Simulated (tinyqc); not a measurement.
What each parameter does: trap in a gate oxide as a short-range spherical well.

A spherical well of radius R and depth V0 below the conduction edge, one mass m, c = hbar^2/2m0. The s level at binding Et solves k cot(k R) = -kappa with k = sqrt(m (V0 - Et)/c), kappa = sqrt(m Et/c); it exists for V0 > Vc = c (pi/2R)^2/m. Outside, psi falls as exp(-kappa r)/r.

Energies from the conduction edge of the channel. The trap level at depth x is E_T = dEc - Et - e Fox x (1 MV/cm = 0.01 eV/angstrom). An electron at the channel edge tunnels with the WKB exponent S = (4/3) sqrt(m/c) [dEc^(3/2) - (dEc - e Fox x)^(3/2)]/(e Fox), c = hbar^2/2m0; tau = t0 exp(S); the occupation is f = 1/(1 + exp((E_T - EF)/kB T)), tau_c = tau/f and tau_e = tau/(1 - f). Lattice relaxation is left out; a level below the channel edge needs phonons as well, so tau is then a lower bound, while a level above it can also empty elastically at its own energy, through a thinner barrier, faster than this tau.

Constants: hbar^2/2m0 = 3.80998211 eV angstrom^2; kB = 8.617333262e-05 eV/K.

Inputs chosen for the exercise (near those of Al2O3 on GaAs; the results hold for these values, not for the real material): R = 2.9 angstrom (radius of the well); V0 = 7.07 eV (depth of the well); m = 0.291 m0 (mass); dEc = 1.87 eV (conduction offset to the channel); Fox = 2.2 MV/cm (oxide field, lowering levels away from the channel); t0 = 0.39 x 1e-11 s (time constant at the interface); T = 300 K (temperature); EF = -0.06 eV (Fermi level above the channel edge); x = 10 angstrom (depth of the trap).

Et from the well, then the level and the time.

Results for these values:
```
case  Et (eV)  E_T (eV)  log10 tau (s)  ln(tau_c/tau_e)
base    1.050     0.600          -8.22             25.5
```

What happens to each result for dEc = 1.72 eV, all else kept?

Answer: Et does not change at the printed digits; E_T falls from 0.600 to 0.450; log10 tau falls from -8.22 to -8.36; ln(tau_c/tau_e) falls from 25.5 to 19.7.

The same for each parameter in turn:
```
case             Et (eV)  E_T (eV)  log10 tau (s)  ln(tau_c/tau_e)
base               1.050     0.600          -8.22             25.5
x = 12 angstrom    1.050     0.556          -7.61             23.8
Fox = 3.2 MV/cm    1.050     0.500          -8.27             21.7
dEc = 1.72 eV      1.050     0.450          -8.36             19.7
m = 0.32 m0        1.314     0.336          -8.07             15.3
V0 = 7.42 eV       1.241     0.409          -8.22             18.1
T = 350 K          1.050     0.600          -8.22             21.9
EF = -0.01 eV      1.050     0.600          -8.22             23.6
```

Run: tinyqc, `OMP_NUM_THREADS=1 python tinyqc.py 1250767 1250768 out.jsonl`; Intel(R) Xeon(R) Processor @ 2.30GHz, one thread, shared host; about 0.01 s of CPU time with all checks.
